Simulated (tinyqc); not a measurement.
Inside a calculation. Model: Born-Mayer model of an ionic crystal AB. Computed by tinyqc, a small Python program that keeps every step. Command: `OMP_NUM_THREADS=1 python tinyqc.py 3030333 3030334 out.jsonl bornmayer walk`. One thread of a shared host (Intel(R) Xeon(R) Processor @ 2.30GHz), about 0.01 s of CPU time with the checks. Intermediate numbers are printed to about 5 digits and carried at full precision; extremes and crossings named in words are read from the listed rows.

Energies are per ion pair and r is the nearest distance of unlike ions.

Inputs (values chosen for the exercise, for a model salt):
```
quantity                 value      unit
ionic charge z               2         -
unlike repulsion lambda   2180        eV
range rho                0.305  angstrom
pressure P                   0       GPa
```

Structure: zinc blende. Short range: nearest neighbours only.

Constants: e^2/(4 pi eps_0) = 14.39964548 eV angstrom; 1 eV/angstrom^3 = 160.2176634 GPa.

## Equilibrium distance at zero pressure

Madelung constant M, unlike neighbours z1, like neighbours z2 at f r, volume per pair: rock salt 1.747565, 6, 12, sqrt2, 2 r^3; caesium chloride 1.762675, 8, 6, 2/sqrt3, 8 r^3/(3 sqrt3); zinc blende 1.638055, 4, 12, sqrt(8/3), 16 r^3/(3 sqrt3). U(r) = -M z^2 e^2/(4 pi eps_0 r) + z1 lambda exp(-r/rho). Newton steps on g(r) = U'(r), from r = 9 rho: r(new) = r - U'(r)/U''(r), with the move limited to 0.3 angstrom. Where U'' is negative, move 0.3 angstrom downhill. Stop when |U'| is below 1e-9.

Newton steps:
```
step  r (angstrom)  U' (eV/angstrom)  U'' (eV/angstrom^2)
1           2.7450        8.9932e+00                2.445
2           2.4450        6.3478e+00               18.024
3           2.1450       -4.7237e+00               63.601
4           2.2193       -6.2035e-01               47.579
5           2.2323       -1.5848e-02               45.166
6           2.2327       -1.1132e-05               45.102
7           2.2327       -5.4854e-12               45.102
```

equilibrium distance r0 = 2.2327 angstrom

## Terms of the lattice energy

The formulas are those given above.

terms (eV): Coulomb -42.259, unlike repulsion 5.773

lattice energy U = -36.486 eV per pair

The short-range terms together cancel 13.7 % of the Coulomb energy, which is rho/r0 = 0.1366: U = -(M z^2 e^2/(4 pi eps_0 r0))(1 - rho/r0).

## Bulk modulus

B = U''(r0)/(9 c r0), with the volume written as c r^3.

U''(r0) = 45.102 eV/angstrom^2

bulk modulus B = 116.79 GPa

## Under pressure

With the volume written as c r^3, under pressure take the root at the minimum of the enthalpy and solve U'(r) + 3 c r^2 P = 0; H = U + P V; B = (U'' - 2 U'/r)/(9 c r).

distance at P = 2.2327 angstrom

volume at P = 34.269 angstrom^3

enthalpy at P = -36.486 eV per pair

bulk modulus at P = 116.79 GPa

P is zero, so these repeat the values above.

## Three structures under pressure

The formulas are those given above.

Enthalpy (eV per pair):
```
P (GPa)  rock salt  caesium chloride  zinc blende
0          -36.952           -35.808      -36.486
2          -36.620           -35.514      -36.062
5          -36.129           -35.078      -35.438
10         -35.328           -34.365      -34.428
20         -33.783           -32.983      -32.500
40         -30.871           -30.363      -28.921
70         -26.829           -26.701      -24.036
100        -23.071           -23.275      -19.554
```

volumes at zero pressure (angstrom^3): rock salt 26.761, caesium chloride 23.702, zinc blende 34.269

At zero pressure the order is rock salt < zinc blende < caesium chloride. Between 70 and 100 GPa the lowest enthalpy passes from rock salt to caesium chloride. Pressure favours the denser structure, through P V. The Madelung constants, the number of repulsive contacts and the volumes (26.8, 23.7, 34.3 angstrom^3 at P = 0) all matter. Caution: rigid ions with fixed charges leave out polarisation and covalency, so such models often misplace transition pressures.

Checks made by the program: Madelung constant against an Ewald sum (relative difference 3e-08); Newton against bracketing (relative difference below 1e-10).
